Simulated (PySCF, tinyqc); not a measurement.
RHF in the sto-3g basis, for BeH2, spin multiplicity 1, step by step (part 1 of 2). The lowest restricted solution is unstable here: a spin-polarised one lies 0.0003 hartree lower (PySCF). Computed by tinyqc, a small Python program that keeps every step (integrals from PySCF). Settings: charge = 0, multiplicity = 1, basis = sto-3g, energy threshold = 1e-10, iteration cap = 69, orthogonalisation = symmetric, start = random, DIIS depth = 8, DIIS from iteration = 2, method = RHF. Command: `OMP_NUM_THREADS=1 python tinyqc.py 22164 22165 out.jsonl` (the two numbers bound the seeds that draw the settings). One thread of a shared host (Intel(R) Xeon(R) Processor @ 2.60GHz), about 0.08 s of CPU time with the checks. Later iterations appear only in the table of the cycle.

## One-electron integrals

Geometry (angstrom):
```
atom         x          y         z
Be    0.000000   0.000000  0.000000
H     0.000000   1.900000  0.000000
H     0.000000  -1.868000  0.000000
```

Basis sto-3g: exponents (1/bohr^2) and contraction coefficients of normalised primitives:
```
element  l (shell)   exponent  coefficient
Be           s (1)  30.167871     0.154329
Be           s (1)   5.495115     0.535328
Be           s (1)   1.487193     0.444635
Be           s (2)   1.314833    -0.099967
Be           s (2)   0.305539     0.399513
Be           s (2)   0.099371     0.700115
Be           p (3)   1.314833     0.155916
Be           p (3)   0.305539     0.607684
Be           p (3)   0.099371     0.391957
H            s (1)   3.425251     0.154329
H            s (1)   0.623914     0.535328
H            s (1)   0.168855     0.444635
```

Overlap, kinetic and nuclear-attraction integrals over the contracted functions; the nuclear repulsion is the sum of Za Zb / Rab.

nuclear repulsion = 2.38763888 hartree

overlap S, order 1Be 1s, 1Be 2s, 1Be 2px, 1Be 2py, 1Be 2pz, 2H 1s, 3H 1s:
```
[[1.000000, 0.259517, 0.000000, 0.000000, 0.000000, 0.020166, 0.021684],
 [0.259517, 1.000000, 0.000000, 0.000000, 0.000000, 0.260768, 0.270357],
 [0.000000, 0.000000, 1.000000, 0.000000, 0.000000, 0.000000, 0.000000],
 [0.000000, 0.000000, 0.000000, 1.000000, 0.000000, 0.343570, -0.353973],
 [0.000000, 0.000000, 0.000000, 0.000000, 1.000000, 0.000000, 0.000000],
 [0.020166, 0.260768, 0.000000, 0.343570, 0.000000, 1.000000, 0.003164],
 [0.021684, 0.270357, 0.000000, -0.353973, 0.000000, 0.003164, 1.000000]]
```

kinetic energy T (hartree), order 1Be 1s, 1Be 2s, 1Be 2px, 1Be 2py, 1Be 2pz, 2H 1s, 3H 1s:
```
[[6.693975, -0.033012, 0.000000, 0.000000, 0.000000, -0.006365, -0.006699],
 [-0.033012, 0.211111, 0.000000, 0.000000, 0.000000, 0.011231, 0.013146],
 [0.000000, 0.000000, 0.660592, 0.000000, 0.000000, 0.000000, 0.000000],
 [0.000000, 0.000000, 0.000000, 0.660592, 0.000000, 0.056653, -0.061638],
 [0.000000, 0.000000, 0.000000, 0.000000, 0.660592, 0.000000, 0.000000],
 [-0.006365, 0.011231, 0.000000, 0.056653, 0.000000, 0.760032, -0.001890],
 [-0.006699, 0.013146, 0.000000, -0.061638, 0.000000, -0.001890, 0.760032]]
```

nuclear attraction V (hartree), order 1Be 1s, 1Be 2s, 1Be 2px, 1Be 2py, 1Be 2pz, 2H 1s, 3H 1s:
```
[[-15.122892, -2.045042, 0.000000, 0.000309, 0.000000, -0.157540, -0.169569],
 [-2.045042, -2.867880, 0.000000, 0.002593, 0.000000, -0.631831, -0.661204],
 [0.000000, 0.000000, -2.806930, 0.000000, 0.000000, 0.000000, 0.000000],
 [0.000309, 0.002593, 0.000000, -2.933029, 0.000000, -0.807860, 0.840421],
 [0.000000, 0.000000, 0.000000, 0.000000, -2.806930, 0.000000, 0.000000],
 [-0.157540, -0.631831, 0.000000, -0.807860, 0.000000, -2.480410, -0.009885],
 [-0.169569, -0.661204, 0.000000, 0.840421, 0.000000, -0.009885, -2.499359]]
```

core Hamiltonian H = T + V (hartree), order 1Be 1s, 1Be 2s, 1Be 2px, 1Be 2py, 1Be 2pz, 2H 1s, 3H 1s:
```
[[-8.428917, -2.078055, 0.000000, 0.000309, 0.000000, -0.163905, -0.176268],
 [-2.078055, -2.656770, 0.000000, 0.002593, 0.000000, -0.620600, -0.648058],
 [0.000000, 0.000000, -2.146338, 0.000000, 0.000000, 0.000000, 0.000000],
 [0.000309, 0.002593, 0.000000, -2.272437, 0.000000, -0.751208, 0.778783],
 [0.000000, 0.000000, 0.000000, 0.000000, -2.146338, 0.000000, 0.000000],
 [-0.163905, -0.620600, 0.000000, -0.751208, 0.000000, -1.720378, -0.011775],
 [-0.176268, -0.648058, 0.000000, 0.778783, 0.000000, -0.011775, -1.739327]]
```

## Two-electron integrals

Functions are numbered as in S; the eight-fold symmetry (ij|kl) = (ji|kl) = (kl|ij) leaves the list below.

Two-electron integrals (ij|kl) in chemists' order, unique and non-zero (hartree):
```
(11|11) 2.298831    (21|11) 0.392036    (21|21) 0.079539    (22|11) 0.570988
(22|21) 0.143041    (22|22) 0.417683    (31|31) 0.014607    (32|31) 0.021888
(32|32) 0.092265    (33|11) 0.569578    (33|21) 0.143083    (33|22) 0.417589
(33|33) 0.449859    (41|41) 0.014607    (42|41) 0.021888    (42|42) 0.092265
(43|43) 0.024249    (44|11) 0.569578    (44|21) 0.143083    (44|22) 0.417589
(44|33) 0.401360    (44|44) 0.449859    (51|51) 0.014607    (52|51) 0.021888
(52|52) 0.092265    (53|53) 0.024249    (54|54) 0.024249    (55|11) 0.569578
(55|21) 0.143083    (55|22) 0.417589    (55|33) 0.401360    (55|44) 0.401360
(55|55) 0.449859    (61|11) 0.029994    (61|21) 0.006086    (61|22) 0.011056
(61|33) 0.010986    (61|41) 0.000559    (61|42) 0.001053    (61|44) 0.011203
(61|55) 0.010986    (61|61) 0.000490    (62|11) 0.103520    (62|21) 0.026477
(62|22) 0.088644    (62|33) 0.084969    (62|41) 0.003371    (62|42) 0.023627
(62|44) 0.095900    (62|55) 0.084969    (62|61) 0.002248    (62|62) 0.033178
(63|31) 0.001971    (63|32) 0.010189    (63|43) 0.003710    (63|63) 0.002370
(64|11) 0.124144    (64|21) 0.032037    (64|22) 0.111620    (64|33) 0.105260
(64|41) 0.005277    (64|42) 0.036089    (64|44) 0.124215    (64|55) 0.105260
(64|61) 0.002794    (64|62) 0.046527    (64|64) 0.066274    (65|51) 0.001971
(65|52) 0.010189    (65|54) 0.003710    (65|65) 0.002370    (66|11) 0.278292
(66|21) 0.072183    (66|22) 0.271009    (66|33) 0.253629    (66|41) 0.008847
(66|42) 0.084493    (66|44) 0.305356    (66|55) 0.253629    (66|61) 0.006150
(66|62) 0.139257    (66|64) 0.204007    (66|66) 0.774606    (71|11) 0.032272
(71|21) 0.006547    (71|22) 0.011890    (71|33) 0.011814    (71|41) -0.000596
(71|42) -0.001124   (71|44) 0.012048    (71|55) 0.011814    (71|61) 0.000478
(71|62) 0.002035    (71|64) 0.002411    (71|66) 0.005572    (71|71) 0.000566
(72|11) 0.108592    (72|21) 0.027764    (72|22) 0.092660    (72|33) 0.088833
(72|41) -0.003543   (72|42) -0.024642   (72|44) 0.100220    (72|55) 0.088833
(72|61) 0.001983    (72|62) 0.015042    (72|64) 0.018076    (72|66) 0.045849
(72|71) 0.002533    (72|72) 0.035795    (73|31) 0.002099    (73|32) 0.010779
(73|43) -0.003894   (73|63) 0.000730    (73|73) 0.002603    (74|11) -0.129294
(74|21) -0.033362   (74|22) -0.115956   (74|33) -0.109318   (74|41) 0.005559
(74|42) 0.037677    (74|44) -0.129104   (74|55) -0.109318   (74|61) -0.002330
(74|62) -0.017927   (74|64) -0.021397   (74|66) -0.055232   (74|71) -0.003131
(74|72) -0.049968   (74|74) 0.070912    (75|51) 0.002099    (75|52) 0.010779
(75|54) -0.003894   (75|65) 0.000730    (75|75) 0.002603    (76|11) 0.001956
(76|21) 0.000483    (76|22) 0.001369    (76|33) 0.001358    (76|41) 9.92e-07
(76|42) 0.000006    (76|44) 0.001390    (76|55) 0.001358    (76|61) 0.000037
(76|62) 0.000296    (76|64) 0.000375    (76|66) 0.000913    (76|71) 0.000040
(76|72) 0.000306    (76|74) -0.000384   (76|76) 4.51e-06    (77|11) 0.283021
(77|21) 0.073404    (77|22) 0.274966    (77|33) 0.257098    (77|41) -0.009139
(77|42) -0.086474   (77|44) 0.310299    (77|55) 0.257098    (77|61) 0.005260
(77|62) 0.044389    (77|64) 0.053879    (77|66) 0.140440    (77|71) 0.006732
(77|72) 0.145091    (77|74) -0.211800   (77|76) 0.000913    (77|77) 0.774606
```

## Orthogonalisation

S = U s U^T; symmetric (Loewdin) form X = U s^(-1/2) U^T, so that X^T S X = 1.

eigenvalues of S: [0.504441, 0.558780, 0.973367, 1.000000, 1.000000, 1.469707, 1.493706]

X, order 1Be 1s, 1Be 2s, 1Be 2px, 1Be 2py, 1Be 2pz, 2H 1s, 3H 1s:
```
[[1.028012, -0.144600, 0.000000, 0.000347, 0.000000, 0.018117, 0.018609],
 [-0.144600, 1.089852, 0.000000, -0.003230, 0.000000, -0.146588, -0.153888],
 [0.000000, 0.000000, 1.000000, 0.000000, 0.000000, 0.000000, 0.000000],
 [0.000347, -0.003230, 0.000000, 1.111968, 0.000000, -0.204165, 0.211788],
 [0.000000, 0.000000, 0.000000, 0.000000, 1.000000, 0.000000, 0.000000],
 [0.018117, -0.146588, 0.000000, -0.204165, 0.000000, 1.083092, -0.027561],
 [0.018609, -0.153888, 0.000000, 0.211788, 0.000000, -0.027561, 1.089487]]
```

## Starting guess

The start is random orthonormal orbitals; D = 2 C_occ C_occ^T.

D at the start, order 1Be 1s, 1Be 2s, 1Be 2px, 1Be 2py, 1Be 2pz, 2H 1s, 3H 1s:
```
[[0.833719, -0.840940, -0.237534, -0.607461, -0.326910, 0.918446, 0.084077],
 [-0.840940, 1.135601, -0.091856, 0.661382, 0.570652, -0.775009, 0.378603],
 [-0.237534, -0.091856, 0.469219, 0.265979, -0.214140, -0.352618, -0.553727],
 [-0.607461, 0.661382, 0.265979, 1.603322, 0.051421, 0.003413, 0.053526],
 [-0.326910, 0.570652, -0.214140, 0.051421, 0.375075, -0.360969, 0.348338],
 [0.918446, -0.775009, -0.352618, 0.003413, -0.360969, 1.454733, 0.357134],
 [0.084077, 0.378603, -0.553727, 0.053526, 0.348338, 0.357134, 0.756886]]
```

## Iteration 1: building the Fock matrix

J_ij = sum D_kl (ij|kl), K_ij = sum D_kl (ik|jl); F = H + J - 0.5 K; E = tr D H + tr D J / 2 - 0.25 tr D K + E_nn.

Coulomb J (hartree), order 1Be 1s, 1Be 2s, 1Be 2px, 1Be 2py, 1Be 2pz, 2H 1s, 3H 1s:
```
[[3.889495, 0.855544, -0.014675, 0.010810, 0.015470, 0.067000, 0.070574],
 [0.855544, 2.278647, -0.046472, 0.103664, 0.091145, 0.594316, 0.535827],
 [-0.014675, -0.046472, 2.224837, 0.014596, -0.010386, -0.003315, -0.008446],
 [0.010810, 0.103664, 0.014596, 2.385508, -0.002897, 0.788819, -0.687914],
 [0.015470, 0.091145, -0.010386, -0.002897, 2.220271, 0.009519, 0.011816],
 [0.067000, 0.594316, -0.003315, 0.788819, 0.009519, 2.283485, 0.007586],
 [0.070574, 0.535827, -0.008446, -0.687914, 0.011816, 0.007586, 1.856841]]
```

exchange K (hartree), order 1Be 1s, 1Be 2s, 1Be 2px, 1Be 2py, 1Be 2pz, 2H 1s, 3H 1s:
```
[[1.440766, 0.098465, -0.166190, -0.178128, -0.096665, 0.131363, 0.086086],
 [0.098465, 0.595579, -0.174732, 0.146114, 0.237368, 0.269728, 0.307285],
 [-0.166190, -0.174732, 0.341089, 0.137467, -0.091140, -0.074261, -0.187106],
 [-0.178128, 0.146114, 0.137467, 0.926930, -0.056885, 0.482409, -0.339140],
 [-0.096665, 0.237368, -0.091140, -0.056885, 0.301020, -0.036011, 0.136184],
 [0.131363, 0.269728, -0.074261, 0.482409, -0.036011, 1.125325, 0.022069],
 [0.086086, 0.307285, -0.187106, -0.339140, 0.136184, 0.022069, 0.765326]]
```

Fock matrix F (hartree), order 1Be 1s, 1Be 2s, 1Be 2px, 1Be 2py, 1Be 2pz, 2H 1s, 3H 1s:
```
[[-5.259805, -1.271743, 0.068420, 0.100183, 0.063803, -0.162586, -0.148737],
 [-1.271743, -0.675912, 0.040894, 0.033200, -0.027539, -0.161147, -0.265874],
 [0.068420, 0.040894, -0.092046, -0.054138, 0.035185, 0.033816, 0.085107],
 [0.100183, 0.033200, -0.054138, -0.350394, 0.025546, -0.203594, 0.260440],
 [0.063803, -0.027539, 0.035185, 0.025546, -0.076578, 0.027524, -0.056276],
 [-0.162586, -0.161147, 0.033816, -0.203594, 0.027524, 0.000444, -0.015223],
 [-0.148737, -0.265874, 0.085107, 0.260440, -0.056276, -0.015223, -0.265149]]
```

total energy of this density = -7.67599276 hartree

## Iteration 1: diagonalisation and new density

Diagonalise F' = X^T F X, C = X C', fill 3 alpha and 3 beta electrons from the bottom; D = 2 C_occ C_occ^T. Each column has its largest component positive (the first on a tie).

F' = X^T F X (hartree):
```
[[-5.204159, -0.531557, 0.066601, 0.116566, 0.069033, -0.089389, -0.015239],
 [-0.531557, -0.391850, 0.016796, -0.002039, -0.034696, -0.096826, -0.175142],
 [0.066601, 0.016796, -0.092046, -0.049187, 0.035185, 0.040578, 0.075306],
 [0.116566, -0.002039, -0.049187, -0.228715, 0.010979, -0.195160, 0.202670],
 [0.069033, -0.034696, 0.035185, 0.010979, -0.076578, 0.031339, -0.051235],
 [-0.089389, -0.096826, 0.040578, -0.195160, 0.031339, 0.114135, -0.050677],
 [-0.015239, -0.175142, 0.075306, 0.202670, -0.051235, -0.050677, -0.136962]]
```

orbital energies (hartree): [-5.268565, -0.502998, -0.375960, -0.110488, -0.061637, 0.041868, 0.261606]

coefficients C, order 1Be 1s, 1Be 2s, 1Be 2px, 1Be 2py, 1Be 2pz, 2H 1s, 3H 1s:
```
[[1.005985, -0.162919, -0.139526, -0.070874, 0.001968, 0.123697, -0.007062],
 [-0.028751, 0.591613, 0.625619, 0.349116, 0.112086, -0.608278, -0.084778],
 [-0.013520, -0.187935, 0.069107, 0.815304, 0.346349, 0.407433, 0.095092],
 [-0.027200, -0.368490, 0.673214, -0.234938, 0.038047, 0.328713, -0.754044],
 [-0.012373, 0.162294, -0.004913, -0.393663, 0.893845, 0.075765, 0.117533],
 [0.025818, -0.020401, 0.172563, -0.213030, -0.249202, 0.371511, 0.980297],
 [0.004953, 0.460783, -0.057270, -0.189504, -0.177997, 0.864085, -0.476194]]
```

D after iteration 1, order 1Be 1s, 1Be 2s, 1Be 2px, 1Be 2py, 1Be 2pz, 2H 1s, 3H 1s:
```
[[2.116031, -0.425197, 0.014751, -0.122519, -0.076404, 0.010438, -0.124194],
 [-0.425197, 1.484464, -0.135124, 0.407907, 0.186595, 0.190294, 0.473267],
 [0.014751, -0.135124, 0.080556, 0.232287, -0.061346, 0.030821, -0.181244],
 [-0.122519, 0.407907, 0.232287, 1.179484, -0.125549, 0.245974, -0.416968],
 [-0.076404, 0.186595, -0.061346, -0.125549, 0.053033, -0.008956, 0.150005],
 [0.010438, 0.190294, 0.030821, 0.245974, -0.008956, 0.061722, -0.038311],
 [-0.124194, 0.473267, -0.181244, -0.416968, 0.150005, -0.038311, 0.431251]]
```

## Iteration 2: building the Fock matrix

As before.

Coulomb J (hartree), order 1Be 1s, 1Be 2s, 1Be 2px, 1Be 2py, 1Be 2pz, 2H 1s, 3H 1s:
```
[[6.569292, 1.276654, -0.006124, 0.006932, 0.006531, 0.098697, 0.105473],
 [1.276654, 2.660482, -0.027568, 0.010133, 0.034139, 0.562997, 0.609523],
 [-0.006124, -0.027568, 2.617475, 0.012906, -0.002975, -0.001090, -0.005558],
 [0.006932, 0.010133, 0.012906, 2.737615, -0.007324, 0.710385, -0.772628],
 [0.006531, 0.034139, -0.002975, -0.007324, 2.616140, 0.002746, 0.005447],
 [0.098697, 0.562997, -0.001090, 0.710385, 0.002746, 1.740467, 0.008932],
 [0.105473, 0.609523, -0.005558, -0.772628, 0.005447, 0.008932, 1.975115]]
```

exchange K (hartree), order 1Be 1s, 1Be 2s, 1Be 2px, 1Be 2py, 1Be 2pz, 2H 1s, 3H 1s:
```
[[4.670397, 0.810905, -0.015797, -0.001341, -0.011880, 0.081825, 0.076705],
 [0.810905, 0.951455, -0.081581, 0.108195, 0.096622, 0.321317, 0.381448],
 [-0.015797, -0.081581, 0.235271, 0.122741, -0.026109, 0.020157, -0.086557],
 [-0.001341, 0.108195, 0.122741, 0.936308, -0.071393, 0.364343, -0.451384],
 [-0.011880, 0.096622, -0.026109, -0.071393, 0.223557, 0.001105, 0.070675],
 [0.081825, 0.321317, 0.020157, 0.364343, 0.001105, 0.365324, -0.014853],
 [0.076705, 0.381448, -0.086557, -0.451384, 0.070675, -0.014853, 0.742367]]
```

Fock matrix F (hartree), order 1Be 1s, 1Be 2s, 1Be 2px, 1Be 2py, 1Be 2pz, 2H 1s, 3H 1s:
```
[[-4.194823, -1.206853, 0.001775, 0.007912, 0.012471, -0.106121, -0.109148],
 [-1.206853, -0.472015, 0.013223, -0.041371, -0.014172, -0.218261, -0.229258],
 [0.001775, 0.013223, 0.353501, -0.048465, 0.010080, -0.011169, 0.037720],
 [0.007912, -0.041371, -0.048465, -0.002976, 0.028373, -0.222994, 0.231847],
 [0.012471, -0.014172, 0.010080, 0.028373, 0.358023, 0.002194, -0.029890],
 [-0.106121, -0.218261, -0.011169, -0.222994, 0.002194, -0.162573, 0.004584],
 [-0.109148, -0.229258, 0.037720, 0.231847, -0.029890, 0.004584, -0.135395]]
```

total energy of this density = -15.07018149 hartree

## Iteration 2: diagonalisation and new density

As before.

F' = X^T F X (hartree):
```
[[-4.090038, -0.663545, 0.000395, 0.017564, 0.014363, 0.010183, 0.021182],
 [-0.663545, -0.136869, 0.010143, -0.058977, -0.013062, -0.171533, -0.209468],
 [0.000395, 0.010143, 0.353501, -0.043664, 0.010080, -0.005148, 0.029137],
 [0.017564, -0.058977, -0.043664, 0.193851, 0.024822, -0.248478, 0.282331],
 [0.014363, -0.013062, 0.010080, 0.024822, 0.358023, -0.000290, -0.024204],
 [0.010183, -0.171533, -0.005148, -0.248478, -0.000290, -0.034229, -0.029337],
 [0.021182, -0.209468, 0.029137, 0.282331, -0.024204, -0.029337, 0.016099]]
```

orbital energies (hartree): [-4.198603, -0.310462, -0.277430, 0.217541, 0.349694, 0.366177, 0.513421]

coefficients C, order 1Be 1s, 1Be 2s, 1Be 2px, 1Be 2py, 1Be 2pz, 2H 1s, 3H 1s:
```
[[0.991271, -0.185255, -0.079777, -0.224895, 0.012830, 0.010483, 0.065104],
 [0.032243, 0.572044, 0.238851, 0.895072, -0.063734, -0.030478, -0.249797],
 [-0.000472, 0.003193, -0.079505, 0.064186, 0.771125, 0.618542, -0.110996],
 [-0.002282, 0.218320, -0.410072, 0.249102, 0.067569, 0.019096, 1.019907],
 [-0.002620, 0.013243, 0.057020, -0.025957, -0.614065, 0.784901, 0.052411],
 [-0.001029, 0.570328, -0.261032, -0.783804, -0.027770, -0.006371, -0.478303],
 [-0.003487, 0.197834, 0.630473, -0.439623, 0.186592, 0.030959, 0.768722]]
```

D after iteration 2, order 1Be 1s, 1Be 2s, 1Be 2px, 1Be 2py, 1Be 2pz, 2H 1s, 3H 1s:
```
[[2.046606, -0.186135, 0.010566, -0.019986, -0.019198, -0.171704, -0.180806],
 [-0.186135, 0.770646, -0.034358, 0.053738, 0.042221, 0.527743, 0.527292],
 [0.010566, -0.034358, 0.012663, 0.066602, -0.008980, 0.045149, -0.098986],
 [-0.019986, 0.053738, 0.066602, 0.431655, -0.040970, 0.463116, -0.430681],
 [-0.019198, 0.042221, -0.008980, -0.040970, 0.006867, -0.014657, 0.077158],
 [-0.171704, 0.527743, 0.045149, 0.463116, -0.014657, 0.786826, -0.103480],
 [-0.180806, 0.527292, -0.098986, -0.430681, 0.077158, -0.103480, 0.873294]]
```

## Iteration 10 (converged): orbitals

converged F (hartree), order 1Be 1s, 1Be 2s, 1Be 2px, 1Be 2py, 1Be 2pz, 2H 1s, 3H 1s:
```
[[-4.548324, -1.293158, 0.000000, -0.000054, 0.000000, -0.104246, -0.112049],
 [-1.293158, -0.561300, 0.000000, 0.002728, 0.000000, -0.251556, -0.258993],
 [0.000000, 0.000000, 0.209880, 0.000000, 0.000000, 0.000000, 0.000000],
 [-0.000054, 0.002728, 0.000000, -0.050208, 0.000000, -0.250107, 0.255001],
 [0.000000, 0.000000, 0.000000, 0.000000, 0.209880, 0.000000, 0.000000],
 [-0.104246, -0.251556, 0.000000, -0.250107, 0.000000, -0.161549, 0.005314],
 [-0.112049, -0.258993, 0.000000, 0.255001, 0.000000, 0.005314, -0.167130]]
```

As before.

F' = X^T F X (hartree):
```
[[-4.439557, -0.697724, 0.000000, 0.000185, 0.000000, 0.025401, 0.024020],
 [-0.697724, -0.203563, 0.000000, -0.001676, 0.000000, -0.210435, -0.216815],
 [0.000000, 0.000000, 0.209880, 0.000000, 0.000000, 0.000000, 0.000000],
 [0.000185, -0.001676, 0.000000, 0.156895, 0.000000, -0.280451, 0.287043],
 [0.000000, 0.000000, 0.000000, 0.000000, 0.209880, 0.000000, 0.000000],
 [0.025401, -0.210435, 0.000000, -0.280451, 0.000000, -0.011281, -0.028790],
 [0.024020, -0.216815, 0.000000, 0.287043, 0.000000, -0.028790, -0.007841]]
```

orbital energies (hartree): [-4.551562, -0.370101, -0.318927, 0.209880, 0.209880, 0.239892, 0.495352]

coefficients C, order 1Be 1s, 1Be 2s, 1Be 2px, 1Be 2py, 1Be 2pz, 2H 1s, 3H 1s:
```
[[0.992126, -0.209685, -0.011005, 0.000000, 0.000000, -0.223514, 0.005646],
 [0.029496, 0.665692, 0.037516, 0.000000, 0.000000, 0.898715, -0.027465],
 [0.000000, 0.000000, 0.000000, -0.164534, 0.986371, 0.000000, 0.000000],
 [-0.000064, -0.025536, 0.491204, 0.000000, 0.000000, 0.019250, 1.039575],
 [0.000000, 0.000000, 0.000000, 0.986371, 0.164534, 0.000000, 0.000000],
 [-0.003434, 0.369554, 0.489814, 0.000000, 0.000000, -0.665707, -0.646283],
 [-0.003520, 0.417590, -0.445179, 0.000000, 0.000000, -0.642055, 0.686885]]
```

D after iteration 10, order 1Be 1s, 1Be 2s, 1Be 2px, 1Be 2py, 1Be 2pz, 2H 1s, 3H 1s:
```
[[2.056807, -0.221469, 0.000000, -0.000229, 0.000000, -0.172574, -0.172310],
 [-0.221469, 0.890847, 0.000000, 0.002854, 0.000000, 0.528567, 0.522362],
 [0.000000, 0.000000, 0.000000, 0.000000, 0.000000, 0.000000, 0.000000],
 [-0.000229, 0.002854, 0.000000, 0.483867, 0.000000, 0.462324, -0.458674],
 [0.000000, 0.000000, 0.000000, 0.000000, 0.000000, 0.000000, 0.000000],
 [-0.172574, 0.528567, 0.000000, 0.462324, 0.000000, 0.753000, -0.127442],
 [-0.172310, 0.522362, 0.000000, -0.458674, 0.000000, -0.127442, 0.745155]]
```

Within a degenerate level the vectors are fixed only up to a rotation; this is one choice.
